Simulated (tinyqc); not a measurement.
Carrier statistics of a doped semiconductor with parabolic bands, step by step. Values are carried at full precision from step to step, so a last printed digit may differ when a step is redone from the rounded ones.

Constants: kB = 8.617333262e-05 eV/K; hbar^2/2m0 = 3.80998211 eV angstrom^2.

Inputs chosen for the exercise (near those of Ge; the results hold for these values, not for the real material): Eg0 = 0.7414 eV (gap at 0 K); al = 0.000481 eV/K (Varshni alpha); be = 235 K (Varshni beta); T = 500 K; ml = 1.56 m0 (longitudinal electron mass); mt = 0.0835 m0 (transverse electron mass); Mv = 4 (equivalent valleys); mhh = 0.335 m0 (heavy-hole mass); mlh = 0.043 m0 (light-hole mass); ND = 1.8e+12 1/cm^3 (donors); NA = 2.3e+17 1/cm^3 (acceptors); ED = 0.0117 eV (donor level below Ec); EA = 0.0112 eV (acceptor level above Ev).

## Gap and thermal energy

Eg(T) = Eg0 - al T^2/(T + be) (Varshni).

Eg = 0.57779 eV
kT = 0.043087 eV

The gap has shrunk by 163.6 meV from 0 K and is 13.4 kT wide.

## Effective densities of states

m_de = Mv^(2/3) (ml mt^2)^(1/3); m_dh = (mhh^(3/2) + mlh^(3/2))^(2/3); N = 2 (m kB T/(4 pi c))^(3/2) with c = hbar^2/2m0, in 1/angstrom^3; times 1e24 for 1/cm^3.

m_de = 0.5583 m0
m_dh = 0.3452 m0
Nc = 2.2524e+19 1/cm^3
Nv = 1.0951e+19 1/cm^3

The light holes supply 4.4 % of Nv, and Nc/Nv = 2.06.

## Intrinsic density and level

With Boltzmann statistics ni = sqrt(Nc Nv) exp(-Eg/2kT) and Ei = Eg/2 + (kT/2) ln(Nv/Nc), counted from Ev.

ni = 1.92e+16 1/cm^3
Ei = 0.2734 eV

Ei lies 15.5 meV below midgap, towards the band with the smaller density of states.

## Neutrality by bisection

Energies are counted from Ev, so Ec = Eg. n = Nc F_1/2((EF - Eg)/kT), p = Nv F_1/2(-EF/kT), ND+ = ND/(1 + 2 exp((EF - Eg + ED)/kT)), NA- = NA/(1 + 4 exp((EA - EF)/kT)); neutrality asks p + ND+ = n + NA-. F_j(eta) = (1/Gamma(j + 1)) integral_0^infinity x^j dx/(1 + exp(x - eta)), which tends to exp(eta) for eta << 0.

Start from the bracket [-0.2 eV, Eg + 0.2 eV]; at the midpoint EF take the sign of p + ND+ - n - NA-; where it is positive EF must rise. Fourteen steps are shown.

Bisection (eV, 1/cm^3):

| step | low | high | EF | n | p | ND+ | NA- | sign |
|---|---|---|---|---|---|---|---|---|
| 1 | -0.20000 | 0.77779 | 0.28890 | 2.76e+16 | 1.34e+16 | 1.79e+12 | 2.29e+17 | - |
| 2 | -0.20000 | 0.28890 | 0.04445 | 9.48e+13 | 3.49e+18 | 1.80e+12 | 8.07e+16 | + |
| 3 | 0.04445 | 0.28890 | 0.16667 | 1.62e+15 | 2.27e+17 | 1.80e+12 | 2.08e+17 | + |
| 4 | 0.16667 | 0.28890 | 0.22779 | 6.68e+15 | 5.53e+16 | 1.80e+12 | 2.24e+17 | - |
| 5 | 0.16667 | 0.22779 | 0.19723 | 3.29e+15 | 1.12e+17 | 1.80e+12 | 2.18e+17 | - |
| 6 | 0.16667 | 0.19723 | 0.18195 | 2.31e+15 | 1.60e+17 | 1.80e+12 | 2.14e+17 | - |
| 7 | 0.16667 | 0.18195 | 0.17431 | 1.93e+15 | 1.90e+17 | 1.80e+12 | 2.11e+17 | - |
| 8 | 0.16667 | 0.17431 | 0.17049 | 1.77e+15 | 2.08e+17 | 1.80e+12 | 2.09e+17 | - |
| 9 | 0.16667 | 0.17049 | 0.16858 | 1.69e+15 | 2.17e+17 | 1.80e+12 | 2.08e+17 | + |
| 10 | 0.16858 | 0.17049 | 0.16954 | 1.73e+15 | 2.13e+17 | 1.80e+12 | 2.09e+17 | + |
| 11 | 0.16954 | 0.17049 | 0.17002 | 1.75e+15 | 2.10e+17 | 1.80e+12 | 2.09e+17 | - |
| 12 | 0.16954 | 0.17002 | 0.16978 | 1.74e+15 | 2.11e+17 | 1.80e+12 | 2.09e+17 | + |
| 13 | 0.16978 | 0.17002 | 0.16990 | 1.74e+15 | 2.11e+17 | 1.80e+12 | 2.09e+17 | + |
| 14 | 0.16990 | 0.17002 | 0.16996 | 1.75e+15 | 2.11e+17 | 1.80e+12 | 2.09e+17 | - |

Each step halves the bracket, which is 0.119 meV wide at the last row.

## The neutral state

Solve the neutrality condition for EF to convergence.

EF = 0.1699 eV
n = 1.74e+15 1/cm^3
p = 2.11e+17 1/cm^3
ND+ = 1.80e+12 1/cm^3
NA- = 2.09e+17 1/cm^3

The material is p-type; 90.9 % of the acceptors are ionised. EF lies 3.94 kT inside the gap from the valence edge, so Boltzmann statistics would serve; n p/(Nc Nv exp(-Eg/kT)) = 0.993.

## Checks

- F_1/2(1) by the trapezoid rule against adaptive quadrature: both 1.575641.
- Positive against negative charge at the solution (1/cm^3): both 2.10738e+17.

Run: tinyqc, `OMP_NUM_THREADS=1 python tinyqc.py 1681715 1681716 out.jsonl`; Intel(R) Xeon(R) Processor @ 2.30GHz, one thread, shared host; about 0.01 s of CPU time with all checks.
